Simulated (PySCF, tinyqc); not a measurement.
G0W0 on RHF in the sto-3g basis, for H4, spin multiplicity 1, step by step. The lowest restricted solution is unstable here: a spin-polarised one lies 0.0027 hartree lower (PySCF). Computed by tinyqc, a small Python program that keeps every step (integrals from PySCF). Settings: charge = 0, multiplicity = 1, basis = sto-3g, method = RHF, energy threshold = 1e-10, iteration cap = 64, orthogonalisation = canonical, start = Wolfsberg-Helmholz matrix, DIIS depth = 6. Command: `OMP_NUM_THREADS=1 python tinyqc.py 22118 22119 out.jsonl` (the two numbers bound the seeds that draw the settings). One thread of a shared host (Intel(R) Xeon(R) Processor @ 2.60GHz), about 0.03 s of CPU time with the checks. The early iterations of the SCF are left out here.

## One-electron integrals

Geometry (angstrom):
```
atom         x         y         z
H     0.000000  0.000000  0.000000
H     0.000000  0.000000  0.748000
H     0.000000  0.916000  0.000000
H     0.000000  0.916000  0.748000
```

Basis sto-3g: exponents (1/bohr^2) and contraction coefficients of normalised primitives:
```
element  l (shell)  exponent  coefficient
H            s (1)  3.425251     0.154329
H            s (1)  0.623914     0.535328
H            s (1)  0.168855     0.444635
```

Overlap, kinetic and nuclear-attraction integrals over the contracted functions; the nuclear repulsion is the sum of Za Zb / Rab.

nuclear repulsion = 3.46525420 hartree

overlap S, order 1H 1s, 2H 1s, 3H 1s, 4H 1s:
$$\begin{pmatrix}
1.000000 & 0.654641 & 0.547252 & 0.395847 \\
0.654641 & 1.000000 & 0.395847 & 0.547252 \\
0.547252 & 0.395847 & 1.000000 & 0.654641 \\
0.395847 & 0.547252 & 0.654641 & 1.000000
\end{pmatrix}$$

kinetic energy T (hartree), order 1H 1s, 2H 1s, 3H 1s, 4H 1s:
$$\begin{pmatrix}
0.760032 & 0.232216 & 0.145483 & 0.056772 \\
0.232216 & 0.760032 & 0.056772 & 0.145483 \\
0.145483 & 0.056772 & 0.760032 & 0.232216 \\
0.056772 & 0.145483 & 0.232216 & 0.760032
\end{pmatrix}$$

nuclear attraction V (hartree), order 1H 1s, 2H 1s, 3H 1s, 4H 1s:
$$\begin{pmatrix}
-2.869620 & -1.848657 & -1.521394 & -1.118237 \\
-1.848657 & -2.869620 & -1.118237 & -1.521394 \\
-1.521394 & -1.118237 & -2.869620 & -1.848657 \\
-1.118237 & -1.521394 & -1.848657 & -2.869620
\end{pmatrix}$$

core Hamiltonian H = T + V (hartree), order 1H 1s, 2H 1s, 3H 1s, 4H 1s:
$$\begin{pmatrix}
-2.109588 & -1.616441 & -1.375911 & -1.061465 \\
-1.616441 & -2.109588 & -1.061465 & -1.375911 \\
-1.375911 & -1.061465 & -2.109588 & -1.616441 \\
-1.061465 & -1.375911 & -1.616441 & -2.109588
\end{pmatrix}$$

## Two-electron integrals

Functions are numbered as in S; the eight-fold symmetry (ij|kl) = (ji|kl) = (kl|ij) leaves the list below.

Two-electron integrals (ij|kl) in chemists' order, unique and non-zero (hartree):
```
(11|11) 0.774606   (21|11) 0.440039   (21|21) 0.292316   (22|11) 0.566990
(22|21) 0.440039   (22|22) 0.774606   (31|11) 0.349824   (31|21) 0.206465
(31|22) 0.275541   (31|31) 0.195907   (32|11) 0.227026   (32|21) 0.153087
(32|22) 0.233158   (32|31) 0.129072   (32|32) 0.095861   (33|11) 0.506239
(33|21) 0.309028   (33|22) 0.422707   (33|31) 0.349824   (33|32) 0.233158
(33|33) 0.774606   (41|11) 0.233158   (41|21) 0.153087   (41|22) 0.227026
(41|31) 0.129072   (41|32) 0.095241   (41|33) 0.227026   (41|41) 0.095861
(42|11) 0.275541   (42|21) 0.206465   (42|22) 0.349824   (42|31) 0.155367
(42|32) 0.129072   (42|33) 0.275541   (42|41) 0.129072   (42|42) 0.195907
(43|11) 0.309028   (43|21) 0.206569   (43|22) 0.309028   (43|31) 0.206465
(43|32) 0.153087   (43|33) 0.440039   (43|41) 0.153087   (43|42) 0.206465
(43|43) 0.292316   (44|11) 0.422707   (44|21) 0.309028   (44|22) 0.506239
(44|31) 0.275541   (44|32) 0.227026   (44|33) 0.566990   (44|41) 0.233158
(44|42) 0.349824   (44|43) 0.440039   (44|44) 0.774606
```

## Orthogonalisation

S = U s U^T; canonical form X = U s^(-1/2), so that X^T S X = 1. Each column of U has its largest component positive (the first on a tie).

eigenvalues of S: [0.193955, 0.496764, 0.711542, 2.597740]

X, order 1H 1s, 2H 1s, 3H 1s, 4H 1s:
$$\begin{pmatrix}
1.135325 & 0.709406 & 0.592747 & 0.310222 \\
-1.135325 & -0.709406 & 0.592747 & 0.310222 \\
-1.135325 & 0.709406 & -0.592747 & 0.310222 \\
1.135325 & -0.709406 & -0.592747 & 0.310222
\end{pmatrix}$$

## Starting guess

The start is the generalised Wolfsberg-Helmholz matrix (K = 1.75) built on H; D = 2 C_occ C_occ^T.

D at the start, order 1H 1s, 2H 1s, 3H 1s, 4H 1s:
$$\begin{pmatrix}
0.895174 & 0.895174 & -0.510224 & -0.510224 \\
0.895174 & 0.895174 & -0.510224 & -0.510224 \\
-0.510224 & -0.510224 & 0.895174 & 0.895174 \\
-0.510224 & -0.510224 & 0.895174 & 0.895174
\end{pmatrix}$$

## Iteration 2 (converged): orbitals

converged F (hartree), order 1H 1s, 2H 1s, 3H 1s, 4H 1s:
$$\begin{pmatrix}
-0.480396 & -0.682342 & -0.497474 & -0.476928 \\
-0.682342 & -0.480396 & -0.476928 & -0.497474 \\
-0.497474 & -0.476928 & -0.480396 & -0.682342 \\
-0.476928 & -0.497474 & -0.682342 & -0.480396
\end{pmatrix}$$

Diagonalise F' = X^T F X, C = X C', fill 2 alpha and 2 beta electrons from the bottom; D = 2 C_occ C_occ^T. Each column has its largest component positive (the first on a tie).

F' = X^T F X (hartree):
$$\begin{pmatrix}
1.147136 & 0.000000 & 0.000000 & 0.000000 \\
0.000000 & 0.365164 & 0.000000 & 0.000000 \\
0.000000 & 0.000000 & -0.264688 & 0.000000 \\
0.000000 & 0.000000 & 0.000000 & -0.822692
\end{pmatrix}$$

orbital energies (hartree): MO1 -0.822692, MO2 -0.264688, MO3 0.365164, MO4 1.147136

coefficients C, order 1H 1s, 2H 1s, 3H 1s, 4H 1s:
$$\begin{pmatrix}
0.310222 & 0.592747 & 0.709406 & 1.135325 \\
0.310222 & 0.592747 & -0.709406 & -1.135325 \\
0.310222 & -0.592747 & 0.709406 & -1.135325 \\
0.310222 & -0.592747 & -0.709406 & 1.135325
\end{pmatrix}$$

D after iteration 2, order 1H 1s, 2H 1s, 3H 1s, 4H 1s:
$$\begin{pmatrix}
0.895174 & 0.895174 & -0.510224 & -0.510224 \\
0.895174 & 0.895174 & -0.510224 & -0.510224 \\
-0.510224 & -0.510224 & 0.895174 & 0.895174 \\
-0.510224 & -0.510224 & 0.895174 & 0.895174
\end{pmatrix}$$

## Convergence

Stop when the energy changes by less than 1e-10 hartree and every element of the error matrix X^T (F D S - S D F) X is below 3e-06.

Course of the cycle:
```
iteration  E (hartree)     change  largest element of the error matrix
1          -1.80579803          -                             2.25e-15
2          -1.80579803  -8.88e-16                             1.34e-15
```

PySCF RHF in the same basis = -1.80579803 hartree

Converged in 2 iterations.

## Populations, bond orders and dipole

Mulliken: Z minus the diagonal of D S on the atom; Loewdin: the same with S^(1/2) D S^(1/2); Mayer order: 2 sum_s sum (D(s) S)_ij (D(s) S)_ji over the two atoms.

Charges (e):
```
atom  Mulliken  Loewdin
1H           0        0
2H           0        0
3H           0        0
4H           0        0
```

Mayer bond orders:
```
pair     order
2-1   1.000000
3-1          0
3-2          0
4-1          0
4-2          0
4-3   1.000000
```

dipole moment about the origin, x y z (debye): [0.000000, 0.000000, 0.000000]

## Integrals over molecular orbitals

(pq|rs) = sum C_ip C_jq C_kr C_ls (ij|kl), one index at a time.

one-electron integrals over orbitals h = C^T H C (hartree):
$$\begin{pmatrix}
-2.372603 & 0.000000 & 0.000000 & 0.000000 \\
0.000000 & -1.811069 & 0.000000 & 0.000000 \\
0.000000 & 0.000000 & -1.625711 & 0.000000 \\
0.000000 & 0.000000 & 0.000000 & -0.921355
\end{pmatrix}$$

Two-electron integrals over orbitals (pq|rs), unique and non-zero (hartree):
```
(11|11) 0.577947   (21|21) 0.149885   (22|11) 0.560924   (22|22) 0.574418
(31|31) 0.129675   (32|32) 0.071293   (33|11) 0.555979   (33|22) 0.539942
(33|33) 0.565223   (41|32) 0.072773   (41|41) 0.074356   (42|31) 0.124444
(42|42) 0.136041   (43|21) 0.142861   (43|43) 0.155941   (44|11) 0.566369
(44|22) 0.573075   (44|33) 0.570488   (44|44) 0.601519
```

## Screening: direct RPA

With D = e_a - e_i and K = (ia|jb): diagonalise D^(1/2) (D + 4K) D^(1/2) = Z w^2 Z^T; X + Y = D^(1/2) Z w^(-1/2), each column of Z with its largest component positive (the first on a tie); E_c = (sum w - tr (D + 2K)) / 2.

D^(1/2) (D + 4K) D^(1/2) (hartree^2), order 1>3, 1>4, 2>3, 2>4:
$$\begin{pmatrix}
2.027141 & 0.000000 & 0.000000 & 0.644623 \\
0.000000 & 4.466095 & 0.324236 & 0.000000 \\
0.000000 & 0.324236 & 0.576328 & 0.000000 \\
0.644623 & 0.000000 & 0.000000 & 2.761512
\end{pmatrix}$$

excitation energies w (hartree): [0.741273, 1.285481, 1.770930, 2.119655]

X + Y, order 1>3, 1>4, 2>3, 2>4:
$$\begin{pmatrix}
0.000000 & 0.831089 & 0.411561 & 0.000000 \\
-0.134491 & 0.000000 & 0.000000 & 0.960724 \\
0.918643 & 0.000000 & 0.000000 & 0.044973 \\
0.000000 & -0.526635 & 0.771948 & 0.000000
\end{pmatrix}$$

RPA correlation energy = -0.05237462 hartree

## G0W0 on Hartree-Fock: HOMO

W(p,q,m) = sqrt2 sum_ia (pq|ia) (X+Y)_ia,m; Sigma_c(x) = sum_(i,m) W^2/(x - e_i + w_m) + sum_(a,m) W^2/(x - e_a - w_m); solve x = e_p + Sigma_c(x) by Newton steps; Z = 1/(1 - dSigma/dx); 1 hartree = 27.211386 eV.

The 12 largest terms at x = e_p (hartree; W for the signs of X + Y given):
```
q  m         W       term
4  3  0.220947  -0.015338
3  1  0.078779  -0.004526
3  4  0.103408  -0.003889
4  2  0.044943  -0.000749
```

Newton steps (hartree):
```
step          x  Sigma_c(x)         Z
0     -0.264688   -0.024502  0.990283
1     -0.288952   -0.024267  0.990495
2     -0.288955   -0.024267  0.990495
```

quasiparticle energy of the HOMO = -7.862857 eV

Hartree-Fock value = -7.202518 eV

## G0W0 on Hartree-Fock: LUMO

As before.

The 12 largest terms at x = e_p (hartree; W for the signs of X + Y given):
```
q  m         W      term
1  3  0.211330  0.015094
2  1  0.078779  0.004526
2  4  0.103408  0.003889
1  2  0.059729  0.001442
```

Newton steps (hartree):
```
step         x  Sigma_c(x)         Z
0     0.365164    0.024952  0.989707
1     0.389859    0.024698  0.989938
2     0.389862    0.024698  0.989938
```

quasiparticle energy of the LUMO = 10.608686 eV

Hartree-Fock value = 9.936616 eV
